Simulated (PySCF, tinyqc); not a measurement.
FCI on RHF in the sto-6g basis, for H3+, spin multiplicity 1, step by step. The lowest restricted solution is unstable here: a spin-polarised one lies 0.0260 hartree lower (PySCF). One step of it, computed by the program tinyqc.

Problem. Iteration 4 (converged): orbitals. Diagonalise F' = X^T F X, C = X C', fill 1 alpha and 1 beta electrons from the bottom; D = 2 C_occ C_occ^T. Each column has its largest component positive (the first on a tie).

converged F (hartree):
```
,1H 1s,2H 1s,3H 1s
1H 1s,-0.504070,-0.341880,-0.341994
2H 1s,-0.341880,-0.441828,-0.152623
3H 1s,-0.341994,-0.152623,-0.441836
```

X:
```
,1,2,3
1H 1s,0.894157,-0.000090,0.571581
2H 1s,-0.573244,0.732487,0.445576
3H 1s,-0.573608,-0.732163,0.445704
```

Give: F' = X^T F X; orbital energies; coefficients C; D after iteration 4.

Solution.

F' = X^T F X (hartree):
```
,1,2,3
1,-0.0927,0.0000,-0.0022
2,0.0000,-0.3102,0.0000
3,-0.0022,0.0000,-0.7492
```

orbital energies (hartree): MO1 -0.7492, MO2 -0.3102, MO3 -0.0926

coefficients C:
```
,MO1,MO2,MO3
1H 1s,0.5745,-0.0002,0.8923
2H 1s,0.4437,0.7325,-0.5747
3H 1s,0.4438,-0.7322,-0.5751
```

D after iteration 4:
```
,1H 1s,2H 1s,3H 1s
1H 1s,0.6602,0.5099,0.5099
2H 1s,0.5099,0.3938,0.3938
3H 1s,0.5099,0.3938,0.3939
```
